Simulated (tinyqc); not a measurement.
Thermoelectric coefficients of one resonant level, Landauer integrals: one step of the calculation.

Transmission X(x) = (g/2)^2/[(x - y)^2 + (g/2)^2] with x = (E - EF)/kB T, two spin channels. I_k = int X x^k w dx over all x, w = 1/(4 cosh^2(x/2)).

Question. Two limits for S. Narrow level: S = -(kB/q) y. Mott formula: S = -(pi^2/3)(kB/q) d ln X/dx at x = 0 = -(pi^2/3)(kB/q) 2 y/[y^2 + (g/2)^2].

Values chosen for this exercise: full width of the level over kB T g = 0.99; level position (E0 - EF)/kB T y = 4.7.

Constants: q = 1.602176634e-19 C, kB = 1.380649e-23 J/K. Results are converted to the units shown.

Give: narrow-level S; Mott S.

Answer.

narrow-level S = -405.0 uV/K
Mott S = -119.3 uV/K

The integrals give -224 uV/K; the Mott value is 47 % below that in size.

Computed by the program tinyqc: `OMP_NUM_THREADS=1 python tinyqc.py 2800031 2800032 out.jsonl`, one thread of a shared Intel Xeon 2.30GHz, about 0.02 s for the whole run.
